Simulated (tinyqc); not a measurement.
Bulk transistor, scale length and short-channel effects: one step of the calculation.

A gate, an insulator of thickness ti and a depleted layer of depth ts on a conducting body. Below threshold the potential that source and drain add obeys Laplace's equation and vanishes on the gate and at the bottom of the depleted layer. Its lowest mode decays along the channel as exp(-k y); k is the smallest positive root of the matching condition at the interface, and the scale length is Lambda = pi/k.

Question. Scale length against simple estimates. Lambda = pi/k and l = 1/k. A parabolic potential across the structure gives l(parabolic) = sqrt((eps_r/ei) ts ti).

Inputs (values chosen for the exercise); permittivities: semiconductor close to that of silicon, insulator close to that of silicon nitride: relative permittivity of the semiconductor eps_r = 11.6; relative permittivity of the insulator ei = 7.44; insulator thickness ti = 1.9 nm; depletion depth ts = 16 nm.

k = 0.16680536 1/nm

Give: Lambda; l; l(parabolic).

Answer.

Lambda = 18.834 nm
l = 5.9950 nm
l(parabolic) = 6.8846 nm

Program tinyqc, `OMP_NUM_THREADS=1 python tinyqc.py 2420029 2420030 out.jsonl`; Intel Xeon 2.30GHz, shared host, one thread, about 0.01 s.
